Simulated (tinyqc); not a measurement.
# Which input was changed?

Model: sputter depth profiling of a dopant layer: erosion rate, quantification and the mixing-roughness response. Computed by tinyqc, a small Python program. Command: `OMP_NUM_THREADS=1 python tinyqc.py 3012953 3012954 out.jsonl sims which`. One thread of a shared host (Intel(R) Xeon(R) Processor @ 2.30GHz), about 1 s of CPU time with the checks.

A rastered ion beam erodes silicon (49.94 atoms per nm^3). The measured profile is the true one convolved with a depth response.

Inputs (values chosen for the exercise, modelled on a dopant in silicon under an oxygen or caesium beam):

| quantity | value | unit |
|---|---|---|
| beam energy E | 7.8 | keV |
| beam current | 26 | nA |
| raster side | 250 | um |
| sputter yield at 1 keV | 0.63 | - |
| mixing length at 1 keV | 1.5 | nm |
| roughness sigma | 0.71 | nm |
| depth of the top edge z0 | 17 | nm |
| box width b | 2.6 | nm |
| box concentration C | 2.1e+19 | 1/cm^3 |
| relative sensitivity factor RSF | 2.9e+21 | 1/cm^3 |
| matrix count rate | 3e+06 | 1/s |
| background count rate | 0.97 | 1/s |
| counting time per point | 0.5 | s |
| level that defines the junction C_B | 3e+16 | 1/cm^3 |

True profile: box.

Constants: e = 1.602176634e-19 C.

Method:
- Scaling chosen for the exercise: yield Y = Y1 E^0.5, mixing length w = w1 E^0.5 (E in keV).
- Erosion rate = Y I/(e x raster^2 x density); depth step = rate x counting time; concentration = RSF x counts/matrix counts; detection limit = RSF x 3 sqrt(background x time)/(matrix rate x time).
- Mixing alone turns a layer at z0 into (1/w) exp(-(z - z0 + w)/w) for z > z0 - w; roughness adds a Gaussian of width sigma. With x = z - z0 + w: g(x) = (1/(2w)) exp(sigma^2/(2 w^2) - x/w) erfc((sigma/w - x/sigma)/sqrt2), and its integral G(x) = (1/2) erfc(-x/(sigma sqrt2)) - w g(x). Measured: C [G(x) - G(x - b)].
- Find the maximum, the full width at half maximum and the deep point where the profile falls to C_B; far down, the trailing edge decays by w ln(10) per decade.
- Convolution adds means and variances: the response has mean 0 (shift -w plus exponential mean w) and variance w^2 + sigma^2; a box adds the mean b/2 and the variance b^2/12.

Problem. One of these inputs alone was changed, within the range given: roughness sigma (0.355 to 1.42); box width b (1.3 to 5.2); level that defines the junction C_B (1.5e+16 to 6e+16); box concentration C (1.05e+19 to 4.2e+19). Which one, and to what value?

Results:

| run | apparent junction depth (nm) | standard deviation (nm) | erosion rate (nm/s) |
|---|---|---|---|
| before | 39.68382 | 4.314792 | 0.09147918 |
| after | 41.30880 | 4.362856 | 0.09147918 |

Solution.

Each candidate set to reproduce apparent junction depth, and what it then gives:

| candidate | range searched | value needed | standard deviation (nm) | erosion rate (nm/s) |
|---|---|---|---|---|
| roughness sigma (nm) | 0.355 to 1.42 | out of reach | - | - |
| box width b (nm) | 1.3 to 5.2 | 3.430 | 4.3629 | 0.091479 |
| level that defines the junction C_B (1/cm^3) | 1.5e+16 to 6e+16 | 2.035e16 | 4.3148 | 0.091479 |
| box concentration C (1/cm^3) | 1.05e+19 to 4.2e+19 | 3.095e19 | 4.3148 | 0.091479 |

Only box width b fits every result: it went from 2.6 to 3.43 nm. The next best candidate, box concentration C, misses one result by 1.1 %.
